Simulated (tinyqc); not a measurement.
Worked calculation: G0W0 on RHF in the sto-3g basis, for H2, spin multiplicity 1. One step of it, computed by the program tinyqc.

Question. Iteration 2 (converged): orbitals. Diagonalise F' = X^T F X, C = X C', fill 1 alpha and 1 beta electrons from the bottom; D = 2 C_occ C_occ^T. Each column has its largest component positive (the first on a tie).

converged F (hartree):
```
,1H 1s,2H 1s
1H 1s,-0.344298,-0.575462
2H 1s,-0.575462,-0.344298
```

X:
```
,1,2
1H 1s,1.169495,0.553098
2H 1s,-1.169495,0.553098
```

Give: F' = X^T F X; orbital energies; coefficients C; D after iteration 2.

Answer.

F' = X^T F X (hartree):
```
,1,2
1,0.6323,0.0000
2,0.0000,-0.5627
```

orbital energies (hartree): MO1 -0.5627, MO2 0.6323

coefficients C:
```
,MO1,MO2
1H 1s,0.5531,1.1695
2H 1s,0.5531,-1.1695
```

D after iteration 2:
```
,1H 1s,2H 1s
1H 1s,0.6118,0.6118
2H 1s,0.6118,0.6118
```
